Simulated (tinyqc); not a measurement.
Worked calculation: exchange-split free-electron bands and tunnelling magnetoresistance. Values are carried at full precision from step to step, so a last printed digit may differ when a step is redone from the rounded ones.

Majority and minority bands E = c k^2/m -/+ Dx/2, c = hbar^2/2m0, so k_up = sqrt(m (EF + Dx/2)/c), k_dn = sqrt(m (EF - Dx/2)/c); n_s = k_s^3/(6 pi^2), D_s = m k_s/(4 pi^2 c).

Constants: hbar^2/2m0 = 3.80998211 eV angstrom^2.

Parameters, chosen for this exercise: EF = 5.02 eV (Fermi energy above the mean band bottom); Dx = 1.56 eV (exchange splitting); m = 1.01 m0 (mass in the electrodes); mb = 0.97 m0 (mass in the barrier); phi = 1.85 eV (barrier height above EF); d = 12.3 angstrom (barrier thickness).

## The two Fermi spheres

Give k_s, n_s, D_s, the moment per electron (n_up - n_dn)/n and three polarisations: of D, of D v and of D v^2 (v proportional to k).

k_up, k_dn (1/angstrom): 1.2400  1.0602

n_up, n_dn (1/angstrom^3): 0.03220  0.02012

D_up, D_dn (1/(eV angstrom^3)): 0.00833  0.00712

moment per electron = 0.2307 muB

polarisations: D 0.0782, D v 0.1554, D v^2 0.2307

The three numbers differ although they describe one band structure: each probe (density of states, ballistic current, diffusive current) weights the velocity differently.

## Transmissions

Barrier: kappa = sqrt(mb phi/c), c = hbar^2/2m0. With a = k1/m, b = k2/m, w = kappa/mb, the transmission at normal incidence is T(k1, k2) = 4 a b w^2/[w^2 (a + b)^2 + (w^2 + a^2)(w^2 + b^2) sinh^2(kappa d)]. Parallel: G_P = T(up, up) + T(dn, dn); antiparallel: G_AP = 2 T(up, dn); TMR = (G_P - G_AP)/G_AP. Julliere: TMR = 2 P^2/(1 - P^2). Slonczewski factor: P_eff = P_k (w^2 - a_up a_dn)/(w^2 + a_up a_dn), P_k = (k_up - k_dn)/(k_up + k_dn).

Evaluate kappa and the three T.

kappa = 0.6863 1/angstrom
kappa d = 8.441

T: up-up 1.394e-07, dn-dn 1.600e-07, up-dn 1.493e-07

The minority channel transmits more, by a factor 1.15; the common factor exp(-2 kappa d) is 4.65e-08.

## Magnetoresistance

From the T, and from the Julliere formula with P_k and with P_eff.

TMR from T = 0.24 %
P_k = 0.0782
P_eff = -0.0344
Julliere with P_k = 1.23 %
Julliere with P_eff = 0.24 %

The interface factor is -0.440: it reverses the sign of the tunnelling polarisation. The plain Julliere value lies 1.0 points above the result and the one with P_eff 0.00 points from it. Symmetry filtering in crystalline barriers, which gives far larger values, is outside this model.

## Checks

- TMR of a thick barrier against the Julliere formula with P_eff: both 0.002373.

Run: tinyqc, `OMP_NUM_THREADS=1 python tinyqc.py 1650180 1650181 out.jsonl`; Intel(R) Xeon(R) Processor @ 2.30GHz, one thread, shared host; about 0.01 s of CPU time with all checks.
